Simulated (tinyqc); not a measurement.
Small-signal admittance of a forward-biased p+-n diode: one step of the calculation.

Holes injected into a neutral base of width wb with an ohmic contact at its end; low injection, p0 far above the equilibrium density. A small voltage v exp(i w t), w = 2 pi f, modulates the edge density by p0 v/Vt, and the small-signal density obeys Dp d2p/dx2 = (1/tau + i w) p.

Task. Closed-form admittance. L = sqrt(Dp tau); direct current J = (q Dp p0/L) coth(wb/L); k = sqrt(1 + i w tau)/L; diffusion admittance Y = (q Dp p0/Vt) k coth(k wb) = G + i w C_diff; junction capacitance C_j = sqrt(q eps0 eps_r Nd/(2 Vr)) in the depletion approximation, with the remaining barrier Vr = Vt ln(Na/p0), a rough value under forward bias; base-width modulation is left out.

Parameters, values chosen for the exercise; permittivity close to that of germanium: temperature T = 300 K; relative permittivity eps_r = 16; donor density of the base Nd = 3e15 cm^-3; hole diffusion coefficient Dp = 31 cm^2/s; hole lifetime tau = 1e-8 s; width of the neutral base wb = 5.1 um; excess hole density at the junction edge p0 = 3.9e11 cm^-3; acceptor density of the p+ side Na = 6e18 cm^-3; signal frequency f = 2.3e6 Hz.

Constants: q = 1.602176634e-19 C, kB = 1.380649e-23 J/K, Vt = kB T/q, eps0 = 8.8541878128e-14 F/cm where lengths are in cm. Results are converted to the units shown.

Wanted: L; J; k wb; Y; C_diff; C_j.

Result.

L = 5.568 um
J = 0.004805 A/cm^2
k wb = 0.9184+0.0660i
Y = 0.1859+0.0053i S/cm^2
C_diff = 3.699e-4 uF/cm^2
C_j = 0.02821 uF/cm^2

G is 1.00 times its low-frequency value J/Vt, and C_diff is 0.0131 times C_j.

Numbers from tinyqc (`OMP_NUM_THREADS=1 python tinyqc.py 2890173 2890174 out.jsonl`; about 0.01 s on one thread of a shared Intel Xeon 2.30GHz).
